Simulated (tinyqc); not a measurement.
Size of the sine basis: hole subbands of a hard-walled well, four-band Luttinger model.

Hole energies are counted downwards from the unstrained band edge, c = hbar^2/2m0. After the usual block transformation one block is H = [[P + Q - Zs, R - i S], [R + i S, P - Q + Zs]] in (heavy, light), with P +/- Q = c [(g1 +/- g2) k^2 + (g1 -/+ 2 g2) kz^2], R = sqrt(3) c gR k^2, S = 2 sqrt(3) c g3 k kz, kz = -i d/dz; axial approximation gR = (g2 + g3)/2. Zs = b (e_par - e_perp) is the shear part of the strain (the hydrostatic part shifts all levels alike and is left out). Basis sqrt(2/L) sin(n pi z/L), n = 1 to N, for each component: kz^2 gives (n pi/L)^2 and the heavy-light block is R delta_nm - 2 sqrt(3) c g3 k D_nm with D_nm = 4 n m/(L (n^2 - m^2)) for n + m odd, 0 otherwise. The other block has the same levels. The split-off band is left out, a severe simplification for a spin-orbit splitting near 0.04 eV.

Constants: hbar^2/2m0 = 3.80998211 eV angstrom^2.

Inputs chosen for the exercise (near those of Si; shifted at random, so the results belong to these values and not to a real crystal): g1 = 4.27 (Luttinger gamma1); g2 = 0.34 (gamma2); g3 = 1.44 (gamma3); L = 175 angstrom (well width along [001]); Zs = 0 eV (shear strain energy); k = 0.0162 1/angstrom (wave vector in the plane).

The four lowest hole energies at the given k for growing N.

Hole energies (meV):
```
N      E1     E2      E3      E4
2   6.809  9.466  23.581  29.652
3   6.714  9.274  21.891  25.974
4   6.695  9.262  21.685  25.563
6   6.683  9.244  21.630  25.491
10  6.678  9.238  21.613  25.469
20  6.677  9.237  21.609  25.463
40  6.677  9.237  21.608  25.462
80  6.677  9.237  21.608  25.462
```

Is N = 3 enough for 1 meV in the two lowest levels?

Yes: against N = 80, N = 3 errs by up to 0.04 meV in E1 and E2, always upwards, as a variational basis must. Both are within 0.1 meV of N = 80 from N = 3 on; N = 40 and N = 80 differ by 2.3e-05 meV at most.

Computed by tinyqc, a small Python program: `OMP_NUM_THREADS=1 python tinyqc.py 1282426 1282427 out.jsonl` (the numbers bound the seed that draws the inputs); one thread of a shared host (Intel(R) Xeon(R) Processor @ 2.30GHz), about 0.2 s for the whole set of steps.
